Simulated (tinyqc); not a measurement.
# Charge pumping in an n-channel transistor: effects of single changes

The gate is pulsed from accumulation to inversion and back. Energies E are counted from the intrinsic level; Dit(E) = D0 [1 + b (2 E/Eg)^2]. During each edge the traps near the bands emit their carriers, and those between Eh and Ee recombine once a cycle.

Values chosen for this exercise; band and dielectric values close to those of silicon: temperature T = 300 K; band gap Eg = 1.14 eV; conduction-band density of states at 300 K Nc = 2.75e19 cm^-3; valence-band density of states at 300 K Nv = 2.65e19 cm^-3; gate area A = 0.081 um^2; trap density at midgap D0 = 4e11 cm^-2 eV^-1; rise of the trap density towards the band edges b = 7.1; cross-section for electrons sn = 1.1e-16 cm^2; cross-section for holes sp = 5.1e-16 cm^2; thermal velocity at 300 K, one nominal value for electrons and holes vth = 1.1e7 cm/s; Vth - Vfb dV = 1.01 V; pulse height Va = 3.5 V; frequency f = 1.8e5 Hz; rise time tr = 94 ns.

Constants: q = 1.602176634e-19 C, kB = 1.380649e-23 J/K, Vt = kB T/q. Results are converted to the units shown.

Each table varies one quantity; the others keep the values above.

## Scanning the upper gap with the fall time

ni = sqrt(Nc Nv) exp(-Eg/(2 Vt)), Eg in volts; emission times te = (dV/Va) tf and th = (dV/Va) tr; Ee = -Vt ln(vth sn ni te), Eh = +Vt ln(vth sp ni th). Nit = integral of Dit from Eh to Ee = D0 [Ee - Eh + 4 b (Ee^3 - Eh^3)/(3 Eg^2)], Qcp = q A Nit, Icp = f Qcp.

The same in every row: Eh (eV) = -0.3549.

Results:

| tf (ns) | Ee (eV) | Nit (cm^-2) | Icp (pA) |
|---|---|---|---|
| 3.8 | 0.4775 | 7.804e11 | 18.23 |
| 44 | 0.4142 | 6.449e11 | 15.06 |
| 150 | 0.3825 | 5.882e11 | 13.74 |
| 500 | 0.3513 | 5.391e11 | 12.59 |
| 1700 | 0.3197 | 4.953e11 | 11.57 |

Estimate the missing row, tf = 13 ns.

Computed row:

| tf (ns) | Ee (eV) | Nit (cm^-2) | Icp (pA) |
|---|---|---|---|
| 13 | 0.4457 | 7.084e11 | 16.55 |

With this row back in the table: Ee falls from 0.477 to 0.320 eV, by Vt ln 10 a decade, and Icp falls from 18.2 to 11.6 pA. The slope -dNit/d(ln tf)/Vt gives Dit = 2.26e12 cm^-2 eV^-1 near E = 0.462 eV and 1.38e12 near 0.336 eV, against 2.26e12 and 1.38e12 from the profile.

## Triangular pulses against frequency

Same model as above.

For a symmetric triangular wave tr = tf = 1/(2 f).

Triangular pulses against frequency:

| f (Hz) | Ee (eV) | Eh (eV) | Nit (cm^-2) | Icp (pA) | Qcp (fC) |
|---|---|---|---|---|---|
| 2200 | 0.19315 | -0.15349 | 1.7019e11 | 0.048589 | 0.022086 |
| 5100 | 0.21488 | -0.17523 | 2.0063e11 | 0.13279 | 0.026037 |
| 12000 | 0.23700 | -0.19735 | 2.3492e11 | 0.36585 | 0.030487 |
| 26000 | 0.25699 | -0.21734 | 2.6910e11 | 0.90798 | 0.034922 |
| 59000 | 0.27817 | -0.23852 | 3.0894e11 | 2.3655 | 0.040093 |
| 1.3e5 | 0.29860 | -0.25894 | 3.5118e11 | 5.9247 | 0.045575 |
| 3e5 | 0.32022 | -0.28056 | 4.0033e11 | 15.586 | 0.051953 |
| 6.9e5 | 0.34175 | -0.30209 | 4.5416e11 | 40.668 | 0.058940 |
| 1.6e6 | 0.36349 | -0.32384 | 5.1382e11 | 106.69 | 0.066682 |
| 3.5e6 | 0.38373 | -0.34407 | 5.7444e11 | 260.92 | 0.074549 |

Qcp rises from 0.0221 to 0.0745 fC, by 0.0108 fC a decade between the first two rows and 0.0231 between the last two (2 q A D0 Vt ln 10 = 0.00618 fC): faster edges leave less time for emission and widen the window, so Icp grows faster than f, as f^(1.17).

Range of the model: The Fermi levels of inversion and accumulation are taken to lie beyond Ee and Eh, the flat tops to fill all traps, and no geometric current is added.

tinyqc, about 0.01 s, one thread, Intel Xeon 2.30GHz (shared host): `OMP_NUM_THREADS=1 python tinyqc.py 2030106 2030107 out.jsonl`
